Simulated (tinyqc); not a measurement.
# Threshold-voltage variability of a planar MOSFET, analytic estimates: a gate of 3 grains

Three independent sources add in quadrature: random dopants in the depleted layer, metal-gate grains of two orientations, and roughness of the two gate edges acting through the roll-off VT = VT(long) - Vr exp(-L/l). These are first-order estimates: no three-dimensional electrostatics, no percolation.

Each of 3 equal grains has the higher work function with probability p; the threshold shift is dW (j/3 - p) for j such grains, and the off current changes by exp(-shift/(n Vt)).

Values chosen for this exercise; material values close to those of silicon:
- T = 293 K (temperature)
- dW = 0.1 eV (work-function difference of the two grain orientations)
- p = 0.6 (share of the orientation of higher work function)
- n = 1.2 (subthreshold factor)

Constants: q = 1.602176634e-19 C, kB = 1.380649e-23 J/K, Vt = kB T/q. Results are converted to the units shown.

Distribution:

| j | probability | shift (mV) | Ioff factor | probability x factor |
|---|---|---|---|---|
| 0 | 0.06400 | -60.00 | 7.245 | 0.4637 |
| 1 | 0.2880 | -26.67 | 2.411 | 0.6944 |
| 2 | 0.4320 | 6.67 | 0.8025 | 0.3467 |
| 3 | 0.2160 | 40.00 | 0.2671 | 0.05769 |

What does the table show?

The standard deviation is dW sqrt(p (1 - p)/3) = 28.3 mV. The mean off current is 1.56 times the nominal one; the log-normal formula exp(s^2/(2 (n Vt)^2)) gives 1.55. Devices with j = 1, 29 % of all, carry 44 % of the mean leakage.

Computed by the program tinyqc: `OMP_NUM_THREADS=1 python tinyqc.py 2090125 2090126 out.jsonl`, one thread of a shared Intel Xeon 2.30GHz, about 0.01 s for the whole run.
